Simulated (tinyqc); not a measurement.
Inside a calculation. Method: CIS and TDHF on RHF in the 6-311g basis, for H2, spin multiplicity 1. Computed by tinyqc, a small Python program that keeps every step (integrals from PySCF). Settings: charge = 0, multiplicity = 1, basis = 6-311g, method = RHF, energy threshold = 1e-10, iteration cap = 58, orthogonalisation = symmetric, start = atomic densities, DIIS depth = 6, TDHF = 1. Command: `OMP_NUM_THREADS=1 python tinyqc.py 29046 29047 out.jsonl` (the two numbers bound the seeds that draw the settings). One thread of a shared host (Intel(R) Xeon(R) Processor @ 2.60GHz), about 0.05 s of CPU time with the checks. The early iterations of the SCF are left out here.

## One-electron integrals

Geometry (angstrom):
```
atom         x         y         z
H     0.000000  0.000000  0.000000
H     0.000000  0.000000  1.094000
```

Basis 6-311g: exponents (1/bohr^2) and contraction coefficients of normalised primitives:
```
element  l (shell)   exponent  coefficient
H            s (1)  33.865000     0.025494
H            s (1)   5.094790     0.190373
H            s (1)   1.158790     0.852161
H            s (2)   0.325840     1.000000
H            s (3)   0.102741     1.000000
```

Overlap, kinetic and nuclear-attraction integrals over the contracted functions; the nuclear repulsion is the sum of Za Zb / Rab.

nuclear repulsion = 0.48370860 hartree

overlap S, lower triangle:
```
          1H 1s     1H 2s     1H 3s     2H 1s     2H 2s     2H 3s
1H 1s  1.000000
1H 2s  0.706377  1.000000
1H 3s  0.373664  0.788963  1.000000
2H 1s  0.065046  0.233838  0.249116  1.000000
2H 2s  0.233838  0.498418  0.565026  0.706377  1.000000
2H 3s  0.249116  0.565026  0.802875  0.373664  0.788963  1.000000
```

kinetic energy T (hartree), lower triangle:
```
           1H 1s     1H 2s     1H 3s     2H 1s     2H 2s     2H 3s
1H 1s   2.304348
1H 2s   0.549119  0.488760
1H 3s   0.106346  0.184881  0.154112
2H 1s  -0.088472  0.047484  0.051724  2.304348
2H 2s   0.047484  0.130522  0.102937  0.549119  0.488760
2H 3s   0.051724  0.102937  0.105621  0.106346  0.184881  0.154112
```

nuclear attraction V (hartree), lower triangle:
```
           1H 1s      1H 2s      1H 3s      2H 1s      2H 2s      2H 3s
1H 1s  -2.594802
1H 2s  -1.402293  -1.385777
1H 3s  -0.695568  -0.943215  -0.905685
2H 1s  -0.126344  -0.458870  -0.469301  -2.594802
2H 2s  -0.458870  -0.734877  -0.710332  -1.402293  -1.385777
2H 3s  -0.469301  -0.710332  -0.764985  -0.695568  -0.943215  -0.905685
```

core Hamiltonian H = T + V (hartree), lower triangle:
```
           1H 1s      1H 2s      1H 3s      2H 1s      2H 2s      2H 3s
1H 1s  -0.290454
1H 2s  -0.853173  -0.897017
1H 3s  -0.589222  -0.758334  -0.751574
2H 1s  -0.214816  -0.411386  -0.417576  -0.290454
2H 2s  -0.411386  -0.604355  -0.607395  -0.853173  -0.897017
2H 3s  -0.417576  -0.607395  -0.659364  -0.589222  -0.758334  -0.751574
```

## Two-electron integrals

Functions are numbered as in S; the eight-fold symmetry (ij|kl) = (ji|kl) = (kl|ij) leaves the list below.

Two-electron integrals (ij|kl) in chemists' order, unique and non-zero (hartree):
```
(11|11) 1.393035   (21|11) 0.822971   (21|21) 0.509703   (22|11) 0.822904
(22|21) 0.543028   (22|22) 0.644106   (31|11) 0.411256   (31|21) 0.257757
(31|22) 0.279868   (31|31) 0.130794   (32|11) 0.543681   (32|21) 0.365771
(32|22) 0.452669   (32|31) 0.189803   (32|32) 0.325140   (33|11) 0.494021
(33|21) 0.340115   (33|22) 0.445993   (33|31) 0.178035   (33|32) 0.331779
(33|33) 0.361682   (41|11) 0.057361   (41|21) 0.037806   (41|22) 0.044301
(41|31) 0.019458   (41|32) 0.030839   (41|33) 0.029872   (41|41) 0.005124
(42|11) 0.139723   (42|21) 0.096686   (42|22) 0.126039   (42|31) 0.050639
(42|32) 0.092383   (42|33) 0.096530   (42|41) 0.014865   (42|42) 0.054934
(43|11) 0.129029   (43|21) 0.090091   (43|22) 0.120787   (43|31) 0.047371
(43|32) 0.090163   (43|33) 0.097276   (43|41) 0.013859   (43|42) 0.055439
(43|43) 0.058011   (44|11) 0.483264   (44|21) 0.340350   (44|22) 0.467507
(44|31) 0.179629   (44|32) 0.353211   (44|33) 0.386680   (44|41) 0.057361
(44|42) 0.254531   (44|43) 0.271846   (44|44) 1.393035   (51|11) 0.254531
(51|21) 0.159948   (51|22) 0.174342   (51|31) 0.081222   (51|32) 0.118388
(51|33) 0.111220   (51|41) 0.014865   (51|42) 0.039123   (51|43) 0.036282
(51|44) 0.139723   (51|51) 0.054934   (52|11) 0.343917   (52|21) 0.231731
(52|22) 0.287366   (52|31) 0.120300   (52|32) 0.206457   (52|33) 0.210518
(52|41) 0.026078   (52|42) 0.084363   (52|43) 0.083368   (52|44) 0.343917
(52|51) 0.084363   (52|52) 0.160009   (53|11) 0.296620   (53|21) 0.204082
(53|22) 0.266604   (53|31) 0.106786   (53|32) 0.197544   (53|33) 0.213015
(53|41) 0.024098   (53|42) 0.086434   (53|43) 0.089462   (53|44) 0.377774
(53|51) 0.075253   (53|52) 0.157637   (53|53) 0.166761   (54|11) 0.340350
(54|21) 0.238948   (54|22) 0.325634   (54|31) 0.125940   (54|32) 0.245489
(54|33) 0.269157   (54|41) 0.037806   (54|42) 0.159948   (54|43) 0.170673
(54|44) 0.822971   (54|51) 0.096686   (54|52) 0.231731   (54|53) 0.254859
(54|54) 0.509703   (55|11) 0.467507   (55|21) 0.325634   (55|22) 0.437691
(55|31) 0.171161   (55|32) 0.329301   (55|33) 0.363822   (55|41) 0.044301
(55|42) 0.174342   (55|43) 0.185831   (55|44) 0.822904   (55|51) 0.126039
(55|52) 0.287366   (55|53) 0.317452   (55|54) 0.543028   (55|55) 0.644106
(61|11) 0.271846   (61|21) 0.170673   (61|22) 0.185831   (61|31) 0.086648
(61|32) 0.126159   (61|33) 0.118497   (61|41) 0.013859   (61|42) 0.036282
(61|43) 0.033859   (61|44) 0.129029   (61|51) 0.055439   (61|52) 0.083368
(61|53) 0.074206   (61|54) 0.090091   (61|55) 0.120787   (61|61) 0.058011
(62|11) 0.377774   (62|21) 0.254859   (62|22) 0.317452   (62|31) 0.132383
(62|32) 0.228832   (62|33) 0.234934   (62|41) 0.024098   (62|42) 0.075253
(62|43) 0.074206   (62|44) 0.296620   (62|51) 0.086434   (62|52) 0.157637
(62|53) 0.153935   (62|54) 0.204082   (62|55) 0.266604   (62|61) 0.089462
(62|62) 0.166761   (63|11) 0.371133   (63|21) 0.256340   (63|22) 0.339112
(63|31) 0.134354   (63|32) 0.253766   (63|33) 0.280100   (63|41) 0.025598
(63|42) 0.088300   (63|43) 0.091100   (63|44) 0.371133   (63|51) 0.088300
(63|52) 0.178472   (63|53) 0.188243   (63|54) 0.256340   (63|55) 0.339112
(63|61) 0.091100   (63|62) 0.188243   (63|63) 0.233143   (64|11) 0.179629
(64|21) 0.125940   (64|22) 0.171161   (64|31) 0.066344   (64|32) 0.128957
(64|33) 0.141507   (64|41) 0.019458   (64|42) 0.081222   (64|43) 0.086648
(64|44) 0.411256   (64|51) 0.050639   (64|52) 0.120300   (64|53) 0.132383
(64|54) 0.257757   (64|55) 0.279868   (64|61) 0.047371   (64|62) 0.106786
(64|63) 0.134354   (64|64) 0.130794   (65|11) 0.353211   (65|21) 0.245489
(65|22) 0.329301   (65|31) 0.128957   (65|32) 0.248122   (65|33) 0.276342
(65|41) 0.030839   (65|42) 0.118388   (65|43) 0.126159   (65|44) 0.543681
(65|51) 0.092383   (65|52) 0.206457   (65|53) 0.228832   (65|54) 0.365771
(65|55) 0.452669   (65|61) 0.090163   (65|62) 0.197544   (65|63) 0.253766
(65|64) 0.189803   (65|65) 0.325140   (66|11) 0.386680   (66|21) 0.269157
(66|22) 0.363822   (66|31) 0.141507   (66|32) 0.276342   (66|33) 0.315045
(66|41) 0.029872   (66|42) 0.111220   (66|43) 0.118497   (66|44) 0.494021
(66|51) 0.096530   (66|52) 0.210518   (66|53) 0.234934   (66|54) 0.340115
(66|55) 0.445993   (66|61) 0.097276   (66|62) 0.213015   (66|63) 0.280100
(66|64) 0.178035   (66|65) 0.331779   (66|66) 0.361682
```

## Orthogonalisation

S = U s U^T; symmetric (Loewdin) form X = U s^(-1/2) U^T, so that X^T S X = 1.

eigenvalues of S: 0.053035  0.131169  0.295093  0.729296  1.285533  3.505874

X, lower triangle:
```
           1H 1s      1H 2s      1H 3s      2H 1s      2H 2s     2H 3s
1H 1s   1.375508
1H 2s  -0.751508   2.163924
1H 3s   0.209800  -1.034807   2.226214
2H 1s   0.044060   0.011437  -0.049222   1.375508
2H 2s   0.011437  -0.324807   0.235534  -0.751508   2.163924
2H 3s  -0.049222   0.235534  -1.018729   0.209800  -1.034807  2.226214
```

## Iteration 5 (converged): orbitals

converged F (hartree), lower triangle:
```
           1H 1s      1H 2s      1H 3s      2H 1s      2H 2s      2H 3s
1H 1s   0.696856
1H 2s  -0.330186  -0.254906
1H 3s  -0.404893  -0.338289  -0.256177
2H 1s  -0.291254  -0.363310  -0.346434   0.696856
2H 2s  -0.363310  -0.393946  -0.356655  -0.330186  -0.254906
2H 3s  -0.346434  -0.356655  -0.283158  -0.404893  -0.338289  -0.256177
```

Diagonalise F' = X^T F X, C = X C', fill 1 alpha and 1 beta electrons from the bottom; D = 2 C_occ C_occ^T. Each column has its largest component positive (the first on a tie).

F' = X^T F X (hartree), lower triangle:
```
           1          2          3          4          5         6
1   1.723702
2  -1.173100   0.924820
3   0.001982  -0.379499   0.170459
4   0.004159  -0.165582  -0.125653   1.723702
5  -0.165582  -0.199834  -0.028808  -1.173100   0.924820
6  -0.125653  -0.028808  -0.132822   0.001982  -0.379499  0.170459
```

orbital energies (hartree): MO1 -0.508156, MO2 0.105169, MO3 0.336020, MO4 0.525286, MO5 2.517023, MO6 2.662620

coefficients C:
```
            MO1        MO2        MO3        MO4        MO5        MO6
1H 1s  0.153625   0.112096  -0.045240  -0.098393  -1.090284  -1.126360
1H 2s  0.305592   0.103844  -0.861345  -1.259360   1.611845   1.203805
1H 3s  0.182893   1.369816   0.902885   1.791889  -1.008958  -0.461161
2H 1s  0.153625  -0.112096  -0.045240   0.098393   1.090284  -1.126360
2H 2s  0.305592  -0.103844  -0.861345   1.259360  -1.611845   1.203805
2H 3s  0.182893  -1.369816   0.902885  -1.791889   1.008958  -0.461161
```

D after iteration 5, lower triangle:
```
          1H 1s     1H 2s     1H 3s     2H 1s     2H 2s     2H 3s
1H 1s  0.047202
1H 2s  0.093893  0.186773
1H 3s  0.056194  0.111781  0.066899
2H 1s  0.047202  0.093893  0.056194  0.047202
2H 2s  0.093893  0.186773  0.111781  0.093893  0.186773
2H 3s  0.056194  0.111781  0.066899  0.056194  0.111781  0.066899
```

## Convergence

Stop when the energy changes by less than 1e-10 hartree and every element of the error matrix X^T (F D S - S D F) X is below 3e-06.

Course of the cycle:
```
iteration  E (hartree)     change  largest element of the error matrix
1          -0.73750022          -                             1.19e-01
2          -1.07852763  -3.41e-01                             1.17e-02
3          -1.07901777  -4.90e-04                             2.82e-03
4          -1.07904786  -3.01e-05                             4.33e-06
5          -1.07904786  -3.28e-11                             4.50e-07
```

PySCF RHF in the same basis = -1.07904786 hartree

Converged in 5 iterations.

## Integrals over molecular orbitals

(pq|rs) = sum C_ip C_jq C_kr C_ls (ij|kl), one index at a time.

one-electron integrals over orbitals h = C^T H C (hartree), lower triangle:
```
           1          2          3          4         5         6
1  -1.054600
2   0.000000  -0.566136
3   0.115066   0.000000  -0.314370
4   0.000000   0.201212   0.000000  -0.257402
5   0.000000   0.032429   0.000000  -0.186607  1.443870
6   0.052074   0.000000  -0.127027   0.000000  0.000000  1.565821
```

Two-electron integrals over orbitals (pq|rs), unique and non-zero (hartree):
```
(11|11) 0.546444    (21|21) 0.083512    (22|11) 0.377409    (22|22) 0.325774
(31|11) -0.115066   (31|22) -0.045257   (31|31) 0.053281    (32|21) 0.007031
(32|32) 0.027025    (33|11) 0.351835    (33|22) 0.284750    (33|31) -0.040151
(33|33) 0.280655    (41|21) -0.076882   (41|32) 0.015522    (41|41) 0.090290
(42|11) -0.139047   (42|22) -0.066815   (42|31) 0.051255    (42|33) -0.053902
(42|42) 0.068749    (43|21) 0.058700    (43|32) 0.010372    (43|41) -0.051521
(43|43) 0.048343    (44|11) 0.436489    (44|22) 0.337359    (44|31) -0.078021
(44|33) 0.302281    (44|42) -0.098764   (44|44) 0.377952    (51|21) -0.028251
(51|32) 0.021392    (51|41) 0.049569    (51|43) -0.027196   (51|51) 0.068092
(52|11) -0.030340   (52|22) 0.001888    (52|31) 0.025662    (52|33) -0.007666
(52|42) 0.016627    (52|44) -0.023082   (52|52) 0.033039    (53|21) 0.035692
(53|32) -0.011530   (53|41) -0.046065   (53|43) 0.024957    (53|51) -0.039445
(53|53) 0.030977    (54|11) 0.118088    (54|22) 0.046089    (54|31) -0.055024
(54|33) 0.046239    (54|42) -0.055442   (54|44) 0.085267    (54|52) -0.042851
(54|54) 0.079897    (55|11) 0.570622    (55|22) 0.394523    (55|31) -0.134838
(55|33) 0.357143    (55|42) -0.160411   (55|44) 0.471048    (55|52) -0.067019
(55|54) 0.176138    (55|55) 0.692562    (61|11) -0.052075   (61|22) -0.021483
(61|31) 0.034345    (61|33) -0.016824   (61|42) 0.033188    (61|44) -0.050334
(61|52) 0.039640    (61|54) -0.062655   (61|55) -0.121146   (61|61) 0.066539
(62|21) -0.018552   (62|32) 0.010412    (62|41) 0.029443    (62|43) -0.018811
(62|51) 0.040413    (62|53) -0.022353   (62|62) 0.026213    (63|11) 0.080686
(63|22) 0.041231    (63|31) -0.033011   (63|33) 0.031065    (63|42) -0.038420
(63|44) 0.062420    (63|52) -0.021131   (63|54) 0.046841    (63|55) 0.118876
(63|61) -0.037628   (63|63) 0.031764    (64|21) 0.038755    (64|32) -0.021297
(64|41) -0.057631   (64|43) 0.029284    (64|51) -0.061649   (64|53) 0.040880
(64|62) -0.037967   (64|64) 0.063666    (65|21) 0.126479    (65|32) -0.018318
(65|41) -0.143917   (65|43) 0.093939    (65|51) -0.114704   (65|53) 0.090555
(65|62) -0.070810   (65|64) 0.122686    (65|65) 0.299073    (66|11) 0.581669
(66|22) 0.391295    (66|31) -0.137522   (66|33) 0.362031    (66|42) -0.164562
(66|44) 0.473553    (66|52) -0.070253   (66|54) 0.179324    (66|55) 0.694717
(66|61) -0.115978   (66|63) 0.117967    (66|66) 0.708147
```

## CIS matrix, singlets

A(ia,jb) = (e_a - e_i) d_ij d_ab + 2 (ia|jb) - (ij|ab).

CIS matrix A, singlet (hartree), lower triangle:
```
           1>2        1>3        1>4       1>5       1>6
1>2   0.402941
1>3   0.000000   0.598903
1>4  -0.014717   0.000000   0.777533
1>5  -0.026162   0.000000  -0.018950  2.590741
1>6   0.000000  -0.011996   0.000000  0.000000  2.722186
```

## CIS singlet states

dipole integrals <i|r|a> (bohr):
```
            x         y          z
1>2  0.000000  0.000000  -1.263996
1>3  0.000000  0.000000   0.000000
1>4  0.000000  0.000000   0.314235
1>5  0.000000  0.000000  -0.052868
1>6  0.000000  0.000000   0.000000
```

Diagonalise A (1 hartree = 27.211386 eV); each vector has its largest component positive (the first on a tie). The transition dipole is mu = sqrt2 sum c_ia <i|r|a>.

singlet excitation energies (eV): 10.939889  16.295148  21.168640  70.511442  74.076310

lowest vectors:
```
      state 1   state 2    state 3    state 4    state 5
1>2  0.999133  0.000000  -0.039903  -0.011884   0.000000
1>3  0.000000  0.999984   0.000000   0.000000  -0.005649
1>4  0.039780  0.000000   0.999155  -0.010351   0.000000
1>5  0.012287  0.000000   0.009869   0.999876   0.000000
1>6  0.000000  0.005649   0.000000   0.000000   0.999984
```

oscillator strengths 2/3 w |mu|^2: 0.838976  0.000000  0.137343  0.005834  0.000000

## TDHF (RPA) singlet states

B(ia,jb) = 2 (ia|jb) - (ib|ja); the squared energies are the eigenvalues of (A - B)(A + B); 1 hartree = 27.211386 eV.

TDHF matrix B, singlet (hartree), lower triangle:
```
           1>2       1>3       1>4       1>5       1>6
1>2   0.083512
1>3   0.000000  0.053281
1>4  -0.076882  0.000000  0.090290
1>5  -0.028251  0.000000  0.049569  0.068092
1>6   0.000000  0.034345  0.000000  0.000000  0.066539
```

squared energies w^2 (hartree^2): 0.151207  0.355294  0.587247  6.704826  7.404352

TDHF energies from the positive w^2 (eV): 10.581257  16.219774  20.852648  70.460288  74.044738

## CIS matrix, triplets

A(ia,jb) = (e_a - e_i) d_ij d_ab - (ij|ab).

CIS matrix A, triplet (hartree), lower triangle:
```
          1>2        1>3        1>4       1>5       1>6
1>2  0.235917
1>3  0.000000   0.492341
1>4  0.139047   0.000000   0.596953
1>5  0.030340   0.000000  -0.118088  2.454557
1>6  0.000000  -0.080686   0.000000  0.000000  2.589108
```

## CIS triplet states

Diagonalise A (1 hartree = 27.211386 eV); each vector has its largest component positive (the first on a tie).

triplet excitation energies (eV): 5.077292  13.312913  17.377140  67.001031  70.537571

lowest vectors:
```
       state 1   state 2   state 3    state 4    state 5
1>2   0.944058  0.000000  0.329637   0.009700   0.000000
1>3   0.000000  0.999263  0.000000   0.000000  -0.038396
1>4  -0.328437  0.000000  0.942459  -0.062458   0.000000
1>5  -0.029730  0.000000  0.055778   0.998000   0.000000
1>6   0.000000  0.038396  0.000000   0.000000   0.999263
```

## TDHF (RPA) triplet states

B(ia,jb) = - (ib|ja); the squared energies are the eigenvalues of (A - B)(A + B); 1 hartree = 27.211386 eV.

TDHF matrix B, triplet (hartree), lower triangle:
```
           1>2        1>3        1>4        1>5        1>6
1>2  -0.083512
1>3   0.000000  -0.053281
1>4   0.076882   0.000000  -0.090290
1>5   0.028251   0.000000  -0.049569  -0.068092
1>6   0.000000  -0.034345   0.000000   0.000000  -0.066539
```

squared energies w^2 (hartree^2): 0.014093  0.235841  0.398937  6.054135  6.713431

TDHF energies from the positive w^2 (eV): 3.230420  13.214805  17.187111  66.954028  70.505490
